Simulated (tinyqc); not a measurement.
Lorentz oscillators and the Kramers-Kronig relations: one step. Optical constants. Two cases, with inputs chosen for the exercise.

Problem. Convert eps at the photon energy E into the optical constants.

n + i k = sqrt(eps1 + i eps2) with k >= 0; R = ((n - 1)^2 + k^2)/((n + 1)^2 + k^2) at normal incidence from vacuum; alpha = 2 E k/(hbar c), times 1e8 for 1/cm; loss function Im(-1/eps) = eps2/(eps1^2 + eps2^2).

Constants: hbar c = 1973.269805 eV angstrom.

Case 1.

Values chosen (out of a larger set: line positions loosely like those of Ge; Lorentz tails absorb below the gap, where the real solid is clear; not measured data): E = 6.3 eV (photon energy).

eps(E) = -4.097449+0.953453i

Case 2.

Values chosen: E = 6.39 eV (photon energy).
eps(E) = -4.017250+2.506899i

Give: n; k; R; alpha; loss function; vacuum wavelength hc/E (hc = 1239.841984 eV nm).

Solution.

Case 1.

n = 0.2340
k = 2.0377
R = 0.8351
alpha = 1.30e+06 1/cm
loss function = 0.0539
vacuum wavelength hc/E (hc = 1239.841984 eV nm) = 196.8 nm

The intensity falls to 1/e within 7.69 nm. eps1 is negative, so k exceeds n, as in a metal below its plasma energy; R is 0.84.

Case 2.

n = 0.5992
k = 2.0920
R = 0.6543
alpha = 1.35e+06 1/cm
loss function = 0.1118
vacuum wavelength hc/E (hc = 1239.841984 eV nm) = 194.0 nm

The intensity falls to 1/e within 7.38 nm. eps1 is negative, so k exceeds n, as in a metal below its plasma energy; R is 0.65.

Computed by tinyqc, one run a case: `OMP_NUM_THREADS=1 python tinyqc.py N N+1 out.jsonl` with N = 1650401, 1650866; one thread of a shared Intel(R) Xeon(R) Processor @ 2.30GHz, about 0.2 s a run at most.
